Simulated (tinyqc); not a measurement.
# Bandgap voltage reference from two bipolar transistors: output against temperature

Two transistors of area 1 and N carry the same current I. Is(T) = Is (T/T0)^eta exp[(Vg0 q/kB)(1/T0 - 1/T)], VBE1 = Vt ln(I/Is(T)) + I rb, VBE2 = Vt ln(I/(N Is(T))) + I rb/N. The amplifier forces I R1(T) = VBE1 - VBE2 + Vos, with R(T) = R (1 + tc (T - T0)) for both resistors, and the output is Vref = VBE1 + I R2(T). Base currents and the Early effect are neglected.

Vt = kB T/q; I = (Vt ln N + Vos)/(R1(T) - rb (1 - 1/N)).

Inputs (values chosen for the exercise); values of the order met in silicon bipolar transistors: reference temperature T0 = 298 K; band-gap voltage extrapolated to 0 K Vg0 = 1.198 V; temperature exponent of the saturation current eta = 3.2; saturation current of the unit transistor at T0 Is = 5.8e-18 A; area ratio of the second transistor N = 8; resistor across which the difference of VBE falls, at T0 R1 = 38 kohm; temperature coefficient of both resistors tc = 0 ppm/K; offset of the amplifier Vos = 0 mV; series resistance of the unit transistor rb = 0 ohm; output resistor at T0 R2 = 393 kohm.

Constants: q = 1.602176634e-19 C, kB = 1.380649e-23 J/K. Results are converted to the units shown.

Output against temperature:

| T (K) | I (uA) | VBE1 (V) | I R2 (V) | Vref (V) | Vref - Vref(T0) (mV) | dVref/dT (uV/K) |
|---|---|---|---|---|---|---|
| 218 | 1.0280 | 0.82697 | 0.40400 | 1.2310 | 5.5604 | -38.332 |
| 233 | 1.0987 | 0.79850 | 0.43180 | 1.2303 | 4.8897 | -50.947 |
| 253 | 1.1930 | 0.76026 | 0.46887 | 1.2291 | 3.7125 | -66.560 |
| 273 | 1.2874 | 0.72172 | 0.50593 | 1.2276 | 2.2353 | -80.983 |
| 298 | 1.4052 | 0.67315 | 0.55226 | 1.2254 | 0 | -97.595 |
| 323 | 1.5231 | 0.62419 | 0.59859 | 1.2228 | -2.6333 | -112.87 |
| 348 | 1.6410 | 0.57486 | 0.64492 | 1.2198 | -5.6339 | -127.00 |
| 373 | 1.7589 | 0.52518 | 0.69125 | 1.2164 | -8.9752 | -140.15 |
| 398 | 1.8768 | 0.47519 | 0.73758 | 1.2128 | -12.634 | -152.45 |
| 423 | 1.9947 | 0.42491 | 0.78391 | 1.2088 | -16.592 | -164.00 |

What does the table show?

VBE1 falls by 1.96 mV/K on average and I R2 rises by 1.85 mV/K. The slope of Vref vanishes at T = 178 K. Between 233 and 398 K Vref spans 17.5 mV, or 86.8 ppm/K by the box method (span over the average over T, over 165 K).

Computed by the program tinyqc: `OMP_NUM_THREADS=1 python tinyqc.py 2062176 2062177 out.jsonl`, one thread of a shared Intel Xeon 2.30GHz, about 0.02 s for the whole run.
